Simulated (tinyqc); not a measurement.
Trench capacitor in an array: capacitance, non-linearity, leakage and relaxation: one step of the calculation.

A film between two metal electrodes, each interface adding a series capacitance ci. The small-signal permittivity is ek (1 + aq E^2); the field is found with the linear permittivity. Leakage J = J0 sinh(E/Ef). After a voltage step the film passes a relaxation current kr C V tt^(-nr), tt being the time in seconds. The sidewall is a coaxial capacitor with radii a = dm/2 - t and b = dm/2, depth AR dm; the end face is left out.

Task. Planar capacitance, field and non-linearity. Planar film: Cf = eps0 ek/t, 1/C = 1/Cf + 2/ci, EOT = 3.9 eps0/C, effective permittivity C t/eps0, E = (V/t) C/Cf; quadratic coefficient [C(V)/C - 1]/V^2 with Cf (1 + aq E^2) in C(V).

Inputs (values chosen for the exercise); permittivity of the order of that of silicon nitride:
- ek = 6.68 (relative permittivity of the film)
- t = 15 nm (film thickness)
- ci = 1000 uF/cm^2 (capacitance of each electrode interface (dead layer and screening))
- aq = 0.0019 cm^2/MV^2 (quadratic field coefficient of the permittivity)
- V = 1.3 V (bias)
- J0 = 2.6e-11 A/cm^2 (leakage prefactor)
- Ef = 0.26 MV/cm (field for an e-fold rise of the leakage)

Constants: eps0 = 8.8541878128e-14 F/cm where lengths are in cm. Results are converted to the units shown.

Give: Cf; C; EOT; effective permittivity; E; quadratic coefficient; J.

Result.

Cf = 0.39431 uF/cm^2
C = 0.39400 uF/cm^2
EOT = 8.7644 nm
effective permittivity = 6.6747
E = 0.86598 MV/cm
quadratic coefficient = 842.45 ppm/V^2
J = 3.6299e-10 A/cm^2

The interfaces take 0.0788 % of the voltage.

Numbers from tinyqc (`OMP_NUM_THREADS=1 python tinyqc.py 2102185 2102186 out.jsonl`; about 0.01 s on one thread of a shared Intel Xeon 2.30GHz).
